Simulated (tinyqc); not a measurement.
Born-von Karman spring model of a cubic crystal with one atom per cell: one step, computed by the program tinyqc.

First neighbours lie at a/2 (1,1,1) (8 of them), second at a (1,0,0) (6), with all permutations and signs; the volume per atom is Omega = a^3/2. Two shells of springs match a real metal only roughly, above all at the zone boundary.

Problem. Sound velocities. rho = M/Omega and v = sqrt(C/rho), with C = C11, C44, C44 along [100]; (C11 + C12 + 2 C44)/2, C44, (C11 - C12)/2 along [110]; (C11 + 2 C12 + 4 C44)/3 and twice (C11 - C12 + C44)/3 along [111].

Inputs (values chosen for the exercise, modelled on iron): lattice constant a = 2.87 angstrom; atomic mass M = 55.85 u.

Lattice: bcc.

C11 = 232.1574 GPa

C44 = 111.7988 GPa

C12 = 128.3230 GPa

Constants: u = 1.6605390666e-27 kg.

Give: density rho; Velocities (m/s).

Solution.

density rho = 7846 kg/m^3

Velocities (m/s):
```
direction,longitudinal,transverse 1,transverse 2
[100],5440,3775,3775
[110],6101,3775,2572
[111],6306,3027,3027
```

Along [110] the two transverse waves differ by a factor sqrt(2 C44/(C11 - C12)) = 1.467.
